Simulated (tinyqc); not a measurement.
Tunnelling through a gate dielectric with the two-band (Franz) dispersion, WKB transmission and Tsu-Esaki current: one step of the calculation.

Electrons leave the emitter at x = 0. Energies E (motion across the layers) are in eV from the emitter Fermi level; the collector Fermi level lies at -V and offers states at every E. No charge in the dielectric and no image force: F1 = V/t1, U = phi1 - F1 x. With C = hbar^2/(2 m0), kappa = sqrt(m u (1 - u/Egx)/C), u = U - E where U > E and 0 elsewhere; T(E) = exp(-S), S = 2 times the integral of kappa over x.

Problem. WKB exponent by the midpoint rule. Cut each layer into nc equal cells, take U and kappa at the cell centres, and sum S = 2 sum kappa h.

Parameters, values chosen for the exercise; dielectric values close to those of silicon dioxide: barrier of layer 1 above the emitter Fermi level at zero bias phi1 = 2.99 eV; tunnelling mass of layer 1 m1 = 0.51 m0; thickness of layer 1 t1 = 2.8 nm; gap parameter of the two-band dispersion, set freely Egx = 9.1 eV; voltage across the dielectric V = 0.5 V; energy of the electron followed E = -0.27 eV; cells in each layer nc = 6.

Constants: q = 1.602176634e-19 C, hbar = 1.054571817e-34 J s, m0 = 9.1093837015e-31 kg, hbar^2/(2 m0) = 0.0380998212 eV nm^2. Results are converted to the units shown.

Wanted: x; U; kappa; S; T(E).

Solution.

```
cell  x (nm)  U (eV)  kappa (1/nm)
0     0.2333  2.9483        5.2768
1     0.7000  2.8650        5.2448
2     1.1667  2.7817        5.2106
3     1.6333  2.6983        5.1743
4     2.1000  2.6150        5.1357
5     2.5667  2.5317        5.0948
```

S = 29.061
T(E) = 2.3930e-13

tinyqc, about 0.01 s, one thread, Intel Xeon 2.30GHz (shared host): `OMP_NUM_THREADS=1 python tinyqc.py 2540066 2540067 out.jsonl`
